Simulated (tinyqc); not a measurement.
What moves the results: six-band hole subbands of a thin body in a field. A value that a table varies takes the place of the one given here.

Basis X, Y, Z times spin, hole energies counted downwards from the unstrained edge (the hydrostatic shift is left out), c = hbar^2/2m0. For a symmetric tensor T let C(T) have C_XX = L Txx + M (Tyy + Tzz), C_XY = N Txy (cyclic), L = c (g1 + 4 g2), M = c (g1 - 2 g2), N = 6 c g3. k = q + kz n, n the unit normal, q = k1 u + k2 v with u along the channel [1-10] and v = n x u. H = C(k k^T) + (Dso/3)(1 - L.sigma) - B + e F z with (L_k)_ij = -i epsilon_kij; B is the block C built from the traceless strain with 2b, -b and sqrt(3) d in place of L, M, N. Strain: exx = eyy = (s11 + s12) sx/2, ezz = s12 sx, exy = -s44 sx/4. Hard walls at z = 0 and t; basis sin(j pi z/t), j = 1 to Nz: kz^2 = (j pi/t)^2, kz = -i D with D_jl = 4 j l/(t (j^2 - l^2)), z_jj = t/2 and z_jl = -8 t j l/(pi (j^2 - l^2))^2 for j + l odd; 1 MV/cm = 0.01 eV/angstrom.

Nz = 14. E1 is the top subband at q = 0, gap the distance to the next pair, and the masses are c q^2/(E(q) - E1) at |q| = 0.02 1/angstrom (mean of the spin pair) along the channel [1-10] and across it in the plane; a dash marks a band that does not rise.

Constants: hbar^2/2m0 = 3.80998211 eV angstrom^2.

Parameters, chosen for this exercise (near those of a p-type Si channel; shifted at random, so the results belong to these values and not to a real crystal): g1 = 4.27 (Luttinger gamma1); g2 = 0.34 (gamma2); g3 = 1.44 (gamma3); Dso = 0.045 eV (spin-orbit splitting); b = -2.07 eV (tetragonal potential); d = -4.89 eV (trigonal potential); S = (7.83, -2.11, 12.65) 1/TPa (compliances s11, s12, s44); face = 111 (surface); t = 30 angstrom (body thickness); F = 0.8 MV/cm (field across the body); sx = -0.5 GPa (stress along the channel [1-10], negative in compression).

## Stress along the channel

Each row has its own sx.

Results:
```
sx (GPa)  E1 (meV)  gap (meV)  m channel  m across
-3.0          69.8      171.1      0.132     1.227
-2.0         106.2      116.1      0.137     1.141
-1.0         141.6       63.2      0.147     0.893
-0.5         157.5       40.3      0.169     0.611
0.0          167.7       28.8      0.283     0.285
0.5          166.4       40.2      0.544     0.171
1.0          159.4       63.1      0.670     0.154
```

Under 2 GPa of compression the channel mass goes from 0.283 to 0.137 m0, the mass across from 0.285 to 1.141; the gap to the next subband is 116, 29 and 63 meV at -2, 0 and +1 GPa. The lightest channel mass of the table, 0.132 m0, is at -3.0 GPa.

## Surface orientation and number of bands

Three faces, six bands; and four bands, with Dso set to 1000 eV.

Results:
```
case           E1 (meV)  gap (meV)  m channel  m across
(001) 6 bands     255.1       36.3      0.200     1.044
(001) 4 bands     259.8       70.0      0.258     0.362
(110) 6 bands      92.0       73.0      0.115     0.279
(110) 4 bands     177.7      229.7      0.150     0.283
(111) 6 bands     157.5       40.3      0.169     0.611
(111) 4 bands     163.0      187.7      0.182     0.189
```

With six bands the top subband is shallowest on (110) (92.0 meV) and deepest on (001). Without the stress E1 would be 265.9, 110.4 and 167.7 meV, so the stress moves it by -10.8, -18.4 and -10.2 meV. The lightest channel mass is on (110) (0.115 m0). Dropping the split-off band moves E1 by 4.7, 85.8 and 5.5 meV and the gap by 33.7, 156.7 and 147.4 meV on the three faces, with Dso = 45 meV.

## What each parameter does

Six bands. Each row changes one parameter from the base and keeps the others.

Results:
```
case             E1 (meV)  gap (meV)  m channel (m0)  m across (m0)
base                157.5       40.3           0.169          0.611
t = 40 angstrom     153.0       39.8           0.169          0.611
F = 1.1 MV/cm       193.7       40.3           0.170          0.614
sx = -1 GPa         141.6       63.2           0.147          0.893
g3 = 1.34           167.1       40.2           0.163          0.468
g2 = 0.39           157.5       40.3           0.165          0.576
Dso = 0.068 eV      159.0       51.0           0.180          0.462
d = -3.91 eV        159.6       37.8           0.175          0.566
```

The largest shifts from the base row, up to three for each result and ties (the steps differ in size, so this ranks the rows, not the parameters). E1 (meV): F +36.2, sx -15.9, g3 +9.6; unchanged at the printed digits by g2. gap (meV): sx +22.9, Dso +10.7, d -2.4; unchanged at the printed digits by F and g2. m channel (m0): sx -0.021, Dso +0.011, d +0.006, g3 -0.006; unchanged at the printed digits by t. m across (m0): sx +0.282, Dso -0.149, g3 -0.143; unchanged at the printed digits by t.

Run: tinyqc, `OMP_NUM_THREADS=1 python tinyqc.py 1280113 1280114 out.jsonl`; Intel(R) Xeon(R) Processor @ 2.30GHz, one thread, shared host; about 0.4 s of CPU time with all checks.
